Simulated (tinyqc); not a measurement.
Inside a calculation. Method: one-electron ion in a basis of Gaussians. Computed by tinyqc, a small Python program that keeps every step. Settings: Z = 4, l = 0. Command: `OMP_NUM_THREADS=1 python tinyqc.py 25804 25805 out.jsonl` (the two numbers bound the seeds that draw the settings). One thread of a shared host (Intel(R) Xeon(R) Processor @ 2.60GHz), about 0.01 s of CPU time with the checks.

## Matrices over normalised Gaussians

exponents of r^l exp(-a r^2) (1/bohr^2): 0.67110  0.94710

Z = 4

l = 0

With p = a_i + a_j and I(k) = Gamma((k+1)/2) / (2 p^((k+1)/2)): S = I(2l+2), T = (2l+3) a_i a_j S / p, V = -Z I(2l+1), each divided by sqrt(S_ii S_jj).

S:
```
         1        2
1  1.00000  0.97810
2  0.97810  1.00000
```

T (hartree):
```
         1        2
1  1.00665  1.15254
2  1.15254  1.42065
```

V (hartree):
```
          1         2
1  -5.22906  -5.61585
2  -5.61585  -6.21195
```

## Generalised eigenproblem

H = T + V (hartree):
```
          1         2
1  -4.22241  -4.46331
2  -4.46331  -4.79130
```

Solve H C = S C e through S^(-1/2); each column has its largest component positive (the first on a tie).

eigenvalues of S: 0.02190  1.97810

eigenvalues (hartree): -5.12945  -1.39403

coefficients:
```
          1         2
1  -1.44562   4.58211
2   2.36763  -4.18090
```

For Z = 4 and l = 0 the exact lowest level is -Z^2/(2 n^2) with n = l + 1: -8.000000 hartree.
